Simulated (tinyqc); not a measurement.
Worked calculation: special k points of the simple cubic lattice. Values are carried at full precision from step to step, so a last printed digit may differ when a step is redone from the rounded ones.

Lattice vectors in units of a: a1 = (1, 0, 0), a2 = (0, 1, 0), a3 = (0, 0, 1); reciprocal vectors b_i with a_i . b_j = 2 pi delta_ij. Mesh: k = sum_i f_i b_i with f_i = (2 j_i + shift)/(2 N), j_i = 0 .. N-1. The point group of the lattice has 48 operations; only those that map the mesh onto itself are used.

Parameters, chosen for this exercise:

| symbol | value | unit | meaning |
|---|---|---|---|
| N | 6 |  | points along each reciprocal vector |
| shift | 1 |  | half steps |
| D | 2.79 | eV | half gap term |
| t | 0.67 | eV | coupling |
| e0 | 1.15 | eV | offset |

## Irreducible points and weights

Join points that an operation carries into one another (modulo reciprocal vectors); list each class by its first point in the order of (j1, j2, ...).

Irreducible points:

| f1 | f2 | f3 | weight |
|---|---|---|---|
| 0.08333 | 0.08333 | 0.08333 | 8 |
| 0.08333 | 0.08333 | 0.25000 | 24 |
| 0.08333 | 0.08333 | 0.41667 | 24 |
| 0.08333 | 0.25000 | 0.25000 | 24 |
| 0.08333 | 0.25000 | 0.41667 | 48 |
| 0.08333 | 0.41667 | 0.41667 | 24 |
| 0.25000 | 0.25000 | 0.25000 | 8 |
| 0.25000 | 0.25000 | 0.41667 | 24 |
| 0.25000 | 0.41667 | 0.41667 | 24 |
| 0.41667 | 0.41667 | 0.41667 | 8 |

operations that keep the mesh = 48
irreducible points = 10

The weights add up to 216 = N^3; symmetry saves a factor 21.6.

## Which stars the mesh integrates

A_m(k) = sum over the m-th star of lattice vectors R of cos(k . R), stars in order of length: m = 1: |R|^2 = 1, 6 vectors, such as (1, 0, 0) in the basis a_i; m = 2: |R|^2 = 2, 12 vectors, such as (1, 1, 0) in the basis a_i; m = 3: |R|^2 = 3, 8 vectors, such as (1, 1, 1) in the basis a_i; m = 4: |R|^2 = 4, 6 vectors, such as (2, 0, 0) in the basis a_i; m = 5: |R|^2 = 5, 24 vectors, such as (2, 1, 0) in the basis a_i; m = 6: |R|^2 = 6, 24 vectors, such as (2, 1, 1) in the basis a_i. The zone mean of every A_m is zero.

Lattice vectors in units of a: a1 = (1, 0, 0), a2 = (0, 1, 0), a3 = (0, 0, 1); f are fractions of the reciprocal vectors. Evaluate the first six A_m at each irreducible point (k . R = 2 pi sum f_i n_i) and form the weighted means.

A_m at the points:
```
       m=1     m=2     m=3     m=4      m=5     m=6
1    5.196   9.000   5.196   3.000   10.392   9.000
2    3.464   3.000   0.000   0.000   -3.464  -6.000
3    1.732  -3.000  -5.196   3.000    3.464  -3.000
4    1.732   0.000   0.000  -3.000   -6.928   0.000
5    0.000  -3.000   0.000   0.000    0.000   6.000
6   -1.732  -3.000   5.196   3.000   -3.464  -3.000
7    0.000   0.000   0.000  -6.000    0.000   0.000
8   -1.732   0.000   0.000  -3.000    6.928   0.000
9   -3.464   3.000   0.000   0.000    3.464  -6.000
10  -5.196   9.000  -5.196   3.000  -10.392   9.000
```

weighted means: m=1 0.000, m=2 0.000, m=3 0.000, m=4 0.000, m=5 0.000, m=6 0.000

All six means vanish: the mesh is exact for functions whose Fourier series ends within these stars.

## A zone average from the irreducible points

Test function, the lower band of a two-band insulator: E(k) = -sqrt(D^2 + (e0 - t A_1(k))^2).

Lattice vectors in units of a: a1 = (1, 0, 0), a2 = (0, 1, 0), a3 = (0, 0, 1). Evaluate E at each point and take the weighted mean; the reference uses the unshifted mesh with N = 24.

E at the points (eV): -3.6359  -3.0258  -2.7900  -2.7900  -3.0177  -3.6225  -3.0177  -3.6225  -4.4533  -5.4069

weighted mean = -3.3733 eV
reference mean = -3.3733 eV

The error is +0.01 meV with 10 points.

## Checks

- Weighted mean over irreducible points against the plain mean over the whole mesh (eV): both -3.373290.
- Reference mean against a mesh of N = 30 (eV): both -3.3733.

tinyqc: `OMP_NUM_THREADS=1 python tinyqc.py 1682664 1682665 out.jsonl`; about 0.1 s, one thread, shared Intel(R) Xeon(R) Processor @ 2.30GHz.
